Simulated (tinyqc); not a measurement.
From results to parameters: two-site tight-binding chain. Computed by the program tinyqc.

Problem. A two-site chain has site energies +delta (A) and -delta (B) and hoppings t1 > t2 > 0, so E = +/- sqrt(delta^2 + |t1 + t2 exp(-ika)|^2). Find delta, t1 and t2.

upper band at k = 0 = 1.919818 eV
upper band at the zone edge = 1.195701 eV
weight of the upper band on site A at the zone edge = 0.767626

Solution. The weight on A is (1 + delta/E)/2, which gives delta; then t1 + t2 = sqrt(E(0)^2 - delta^2) and t1 - t2 = sqrt(E(edge)^2 - delta^2).

delta, t1, t2 (eV): 0.6400  1.4100  0.4000
